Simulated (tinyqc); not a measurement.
Inside a calculation. Model: bias-temperature instability from a Gaussian distribution of capture and emission barriers. Computed by tinyqc, a small Python program that keeps every step. Command: `OMP_NUM_THREADS=1 python tinyqc.py 3006553 3006554 out.jsonl bti walk`. One thread of a shared host (Intel(R) Xeon(R) Processor @ 2.30GHz), about 0.01 s of CPU time with the checks. Intermediate numbers are printed to about 6 digits and carried at full precision; extremes and crossings named in words are read from the listed rows.

Each trap has a capture time tau_0 exp(E_c/(k_B T)) under stress and an emission time tau_0 exp(E_e/(k_B T)) after it. E_c is Gaussian, and E_e = E_c + d with d Gaussian and independent. A trap counts as filled once t_s exceeds its capture time and as emptied once t_r exceeds its emission time.

Inputs (values chosen for the exercise, for a model p-channel transistor):
```
quantity                                      value        unit
shift with all traps filled V_max               230          mV
mean capture barrier at zero field mu_c        1.76          eV
spread of capture barriers sigma_c              0.3          eV
lowering of mu_c per field k_F                 0.06  eV/(MV/cm)
oxide field F                                   6.4       MV/cm
mean of E_e - E_c at the stress field, delta   -0.2          eV
spread of E_e - E_c, sigma_d                   0.21          eV
time constant tau_0                           2e-09           s
temperature T                                   175           C
stress time t_s                               30000           s
recovery time t_r                             4e-05           s
failure criterion                                20          mV
```

Constants: k_B = 8.617333262e-05 eV/K.

## Stress

Demarcation energies E_s = k_B T ln(t_s/tau_0), E_r = k_B T ln(t_r/tau_0); mean barrier mu = mu_c - k_F F; z = (E_s - mu)/sigma_c; Phi is the standard normal distribution. Temperatures in kelvin are T(C) + 273.15. Shift without recovery dV0 = V_max Phi(z); local time exponent n = d ln dV0/d ln t_s = (k_B T/sigma_c) exp(-z^2/2)/(sqrt(2 pi) Phi(z)); apparent activation energy n E_s.

E_s = 1.17165 eV

mean barrier mu = 1.376 eV

z = -0.681161

shift without recovery dV0 = 57.0135 mV

time exponent n = 0.164279

apparent activation energy = 0.192478 eV

The stress has filled 25 % of the traps. The apparent energy 0.192 eV is only the share n of the barriers near 1.17 eV that are being crossed.

## Recovery

Remaining shift dV = V_max int_(-infinity)^(E_s) g(E_c) [1 - Phi((E_r - E_c - delta)/sigma_d)] dE_c, g the Gaussian density of E_c (Gauss-Legendre, 120 points over 7 sigma_c below E_s).

E_r = 0.382459 eV

remaining shift dV = 53.5784 mV

remaining share dV/dV0 = 0.939748

A measurement delay of t_r hides 6.0 % of the shift.

## Lifetime

Solve V_max Phi(z) = criterion for t_s; the power-law extrapolation from the stress point is t_s (criterion/dV0)^(1/n); 1 year = 3.15576e7 s.

log10 of the lifetime in s = 2.18779

log10 of the power-law estimate in s = 1.70777

The power law gives a time shorter by 0.48 decades, since n falls as traps fill; ten years is log10 = 8.50.

## What a measurement delay does to the time exponent

Columns: no delay, and delays of 1 us, 1 ms and 1 s.

Shift (mV):
```
t_s (s)   no delay     1 us     1 ms      1 s
1.00e+00     5.131    4.268    2.208   0.4471
1.00e+01     9.997    8.962    5.648   1.6002
1.00e+02    18.049   16.908   12.348   4.6808
1.00e+03    30.262   29.070   23.536  11.3631
1.00e+04    47.236   46.025   39.896  23.3122
1.00e+05    68.858   67.642   61.229  41.2528
1.00e+06    94.101   92.884   86.364  64.3429
1.00e+07   121.110  119.893  113.342  90.3545
```

Between 10 and 1000 s the apparent exponent is 0.241 without delay, 0.256 at 1 us, 0.310 at 1 ms and 0.426 at 1 s: a slow measurement loses more of a short stress than of a long one, which steepens the curve. Without delay the exponent falls from 0.290 to 0.110 over the table, so the growth is not a true power law. Caution: step-function filling and one Gaussian population are simplifications; real devices show several populations.

Checks made by the program: time exponent against a finite difference (relative difference 3e-10).
